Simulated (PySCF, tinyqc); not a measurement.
CIS and TDHF on RHF in the sto-6g basis, for H3+, spin multiplicity 1, step by step. The lowest restricted solution is unstable here: a spin-polarised one lies 0.0005 hartree lower (PySCF). One step of it, computed by the program tinyqc.

Task: CIS matrix, triplets. A(ia,jb) = (e_a - e_i) d_ij d_ab - (ij|ab).

orbital energies (hartree): MO1 -0.940176, MO2 -0.338605, MO3 0.211625

Two-electron integrals over orbitals (pq|rs), unique and non-zero (hartree):
```
(11|11) 0.558462    (21|21) 0.146645    (22|11) 0.473339    (22|22) 0.527693
(31|11) 0.095236    (31|22) -0.041167   (31|31) 0.137529    (32|21) -0.142322
(32|32) 0.159895    (33|11) 0.563350    (33|22) 0.502720    (33|31) 0.081783
(33|33) 0.600451
```

Give: CIS matrix A, triplet.

Result:

CIS matrix A, triplet (hartree):
```
        1>2     1>3
1>2  0.1282  0.0000
1>3  0.0000  0.5885
```
